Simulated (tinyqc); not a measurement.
Equilibrium and kinetic segregation of a solute to boundaries and growing surfaces: one step, computed by the program tinyqc.

Task: Segregation at a growing surface. Two-state exchange during growth, dilute: jump up r_u = nu exp(-E_b/(k_B T_g)), jump back r_d = r_u exp(-E_s/(k_B T_g)), nu = 1e13 1/s. In the time 1/R of one monolayer the share carried up is p = [r_u/(r_u + r_d)] [1 - exp(-(r_u + r_d)/R)]; the tail decays as p^n, length -1/ln p monolayers; the equilibrium limit has p = r_u/(r_u + r_d).

Inputs (values chosen for the exercise, modelled on a solute in a copper line):
```
quantity                        value          unit
exchange barrier E_b             1.95            eV
surface segregation energy E_s   0.34            eV
growth temperature T_g            610             K
growth rate                      0.12  monolayers/s
```

Constants: k_B = 8.617333262e-05 eV/K.

Give: r_u; r_d; share carried up p; decay length.

Result:

r_u = 7.749e-04 1/s

r_d = 1.203e-06 1/s

share carried up p = 0.006436

decay length = 0.1982 monolayers

Exchange is slow against growth: the kinetically limited regime, where cooling or faster growth sharpens the profile.
